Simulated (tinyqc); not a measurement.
Competing polymorphs of an oxide film: bulk, surface, grain-boundary, dopant and field terms: one step, computed by the program tinyqc.

Phases: monoclinic m (reference), polar orthorhombic o, tetragonal t. Free energies per formula unit (f.u.); 1 J/m^2 x angstrom^3/nm = 6.241509 meV.

Problem. A field. The polar phase gains -P E Omega (1 microcoulomb/cm^2 x MV/cm x angstrom^3 = 0.006241509 meV); the dielectric term -(1/2) eps_0 (eps - 1) E^2 Omega is left out. Where t lies below o, o is reached at E_up = [G(o) - G(t)]/(P Omega), else 0.

Inputs (values chosen for the exercise, for a model oxide):
```
quantity                       value               unit
volume per formula unit Omega   33.4         angstrom^3
temperature T                    300                  K
polarisation of o                 45  microcoulomb/cm^2
field E                          1.8              MV/cm
```

G(t) - G(o) = -63.62379 meV/f.u.

Give: gain P E Omega; G(t) - G(o) in the field; crossing field E_up.

Solution.

gain P E Omega = 16.89 meV/f.u.

G(t) - G(o) in the field = -46.74 meV/f.u.

crossing field E_up = 6.782 MV/cm

Caution: this is an equilibrium ranking; real films often keep the phase that nucleates first on cooling from t.
